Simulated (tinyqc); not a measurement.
# Worked calculation: deep-level transient spectroscopy

Computed by the program tinyqc: `OMP_NUM_THREADS=1 python tinyqc.py 2050133 2050134 out.jsonl`, one thread of a shared Intel Xeon 2.30GHz, about 0.01 s for the whole run. Printed values are rounded.

Schottky contact on an n-type layer with shallow donors Nd (all ionised) and a donor-like deep trap, neutral when filled and positive when empty; depletion approximation. Traps within lam of the depletion edge stay filled. A long pulse to Vp fills the traps beyond x1 = Wp - lam; back at Vr those between x1 and x2 = Wr - lam emit. A rate window reads S = C(t2) - C(t1).

Inputs (values chosen for the exercise); material values close to those of indium phosphide: relative permittivity eps_r = 12.7; conduction-band density of states at 300 K Nc = 5.81e17 cm^-3; thermal velocity at 300 K vth = 4.2e7 cm/s; shallow donor density Nd = 2.9e16 cm^-3; built-in voltage Vbi = 0.89 V; depth of the trap below the conduction edge Et = 0.35 eV; capture cross-section sn = 3.9e-16 cm^2; trap density Nt = 1.2e15 cm^-3; reverse bias Vr = 8.4 V; reverse bias during the filling pulse Vp = 0.4 V; first sampling time t1 = 1 ms; second sampling time t2 = 2.5 ms; temperature of the transient T = 235 K.

Constants: q = 1.602176634e-19 C, kB = 1.380649e-23 J/K, eps0 = 8.8541878128e-14 F/cm where lengths are in cm. Results are converted to the units shown.

## Emission rate and rate window

Emission rate en = sn vth(T) Nc(T) exp(-Et/kB T) = sn g T^2 exp(-Et/kB T), g = vth Nc/(300 K)^2, as vth goes as T^0.5 and Nc as T^1.5 (degeneracy factor 1). For an exponential transient S peaks where en = ew = ln(t2/t1)/(t2 - t1).

g = 2.711333e20 cm^-2 s^-1 K^-2
en = 182.1087 1/s
1/en = 5.491227 ms
ew = 610.8605 1/s

## Widths

lam = sqrt(2 eps0 eps_r (EF - ET)/(q Nd)), EF - ET = Et - (kB T/q) ln(Nc(T)/Nd), Nc(T) = Nc (T/300 K)^1.5. In the steady state at the band bending V, 2 eps0 eps_r V/q = Nd W^2 + Nt (W - lam)^2 (the second term only if W > lam). V = Vbi + Vr gives Wr and V = Vbi + Vp gives Wp; x1 = max(Wp - lam, 0).

lam = 119.8418 nm
Wr = 661.4584 nm
Wp = 248.5058 nm
x1 = 128.6640 nm
x2 = 541.6166 nm
G = (x2^2 - x1^2)/Wr^2 = 0.6326329

The rule Nt = 2 Nd |dC|/C assumes G = 1 and would understate Nt by a factor of about 1/G = 1.58 here (the limit of small Nt/Nd).

## The transient

t, sample 0 to 6 (ms): 0  0.5  1  1.75  2.5  5  12.5

W(t)^2 = Wr^2 + (Nt/Nd)(x2^2 - x1^2) exp(-en t), C = eps0 eps_r/W; for small Nt, dC/C = -(Nt/2 Nd) G exp(-en t) with G = (x2^2 - x1^2)/Wr^2. S = C(t2) - C(t1).

```
sample  C (nF/cm^2)  C - C(final) (pF/cm^2)
0          16.78180               -218.2373
1          16.80046               -199.5768
2          16.81755               -182.4859
3          16.84052               -159.5156
4          16.86064               -139.4009
5          16.91122                -88.8172
6          16.97724                -22.7966
```

S = 43.08499 pF/cm^2

## Step 1: peak temperature

T at the start = 300 K

Fixed-point step for en(T) = ew: T(new) = (Et q/kB)/ln(sn g T^2/ew), g = vth Nc/(300 K)^2.

T after step 1 = 245.2430 K

## Course of the iteration for the peak temperature

Start from 300 K; stop when T changes by less than 1e-8 K.

Course of the iteration:
```
step     T (K)  change (K)
1     245.2430        54.8
2     251.3605        6.12
3     250.5963       0.764
4     250.6905      0.0942
5     250.6789      0.0116
6     250.6803     1.44e-3
7     250.6801     1.77e-4
8     250.6802     2.19e-5
9     250.6802     2.70e-6
10    250.6802     3.33e-7
11    250.6802     4.11e-8
12    250.6802     5.08e-9
```

Converged in 12 steps; each multiplies the error by -2 kB T/Et = -0.12.
